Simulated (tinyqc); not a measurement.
Substrate current against gate voltage: lateral field, substrate current, probability of reaching the oxide barrier and hot-carrier lifetime of a silicon transistor (pseudo-two-dimensional and lucky-electron models). Computed by tinyqc, a small Python program. Command: `OMP_NUM_THREADS=1 python tinyqc.py 3029508 3029509 out.jsonl hotcar walk`. One thread of a shared host (Intel(R) Xeon(R) Processor @ 2.30GHz), about 0.01 s of CPU time with the checks.

Local-field models: a lucky carrier gains its energy at the peak field over a path free of collisions. Voltages are magnitudes.

Inputs (values chosen for the exercise, modelled on a silicon n-channel):
```
quantity,value,unit
channel length L,330,nm
oxide thickness t,6.9,nm
junction depth x_j,52,nm
mobility mu,290,cm^2/(V s)
saturation velocity v_s,0.79,1e7 cm/s
threshold voltage V_T,0.59,V
drain voltage V_D,1.9,V
ionisation prefactor A_i,2.2e+06,1/cm
ionisation field B_i,1.69,MV/cm
hot-carrier mean free path lambda,7.5,nm
oxide barrier phi_b,3.1,eV
interface-trap threshold phi_it,3.8,eV
lifetime constant H,800,s microampere/micrometre
```

Drain: abrupt.

Constants: eps_0 = 8.8541878128e-12 F/m.

Method:
- C_ox = 3.9 eps_0/t; F_sat = 2 v_s/mu; V_Dsat = V_ov F_sat L/(V_ov + F_sat L), V_ov = V_G - V_T; I_D/W = C_ox v_s (V_ov - V_Dsat).
- Scale length l = 0.22 t^(1/3) x_j^(1/2) (all in cm); F_m = sqrt(((V_D - V_Dsat)/l_e)^2 + F_sat^2), with l_e = l; length of the velocity-saturated region l_e ln((V_D - V_Dsat)/(l_e F_sat) + F_m/F_sat).
- Substrate current I_sub/I_D = (A_i/B_i)(V_D - V_Dsat) exp(-B_i/F_m); probability of reaching the oxide barrier exp(-phi_b/(e lambda F_m)); lifetime tau = (H/(I_D/W)) exp(phi_it/(e lambda F_m)).

At the given drain voltage:
```
V_G (V),V_Dsat (V),I_D/W (microampere/micrometre),F_m (kV/cm),I_sub/W (microampere/micrometre),tau (s)
0.67,0.07659,1.35,414.91,0.05444,1.1939e+08
0.74,0.13845,4.57,401.08,0.15491,5.3669e+07
0.86,0.23475,13.94,379.57,0.35201,3.5978e+07
1.00,0.33387,30.10,357.46,0.54284,3.8042e+07
1.20,0.45547,61.10,330.37,0.68973,5.9907e+07
1.40,0.55842,99.46,307.49,0.71270,1.1520e+08
1.60,0.64671,143.63,287.91,0.66163,2.4461e+08
1.90,0.75783,218.30,263.34,0.52997,8.3131e+08
2.10,0.82072,272.51,249.48,0.43766,1.9395e+09
```

What does the comparison show, and why?

I_sub peaks at V_G = 1.4 V, 0.74 V_D: a higher gate voltage brings more carriers but raises V_Dsat and so lowers F_m. The shortest lifetime among the rows lies at V_G = 0.86 V, below that of the largest I_sub, since tau depends more steeply on the field.

Extremes, crossings and ranges named in words are read from the listed rows.
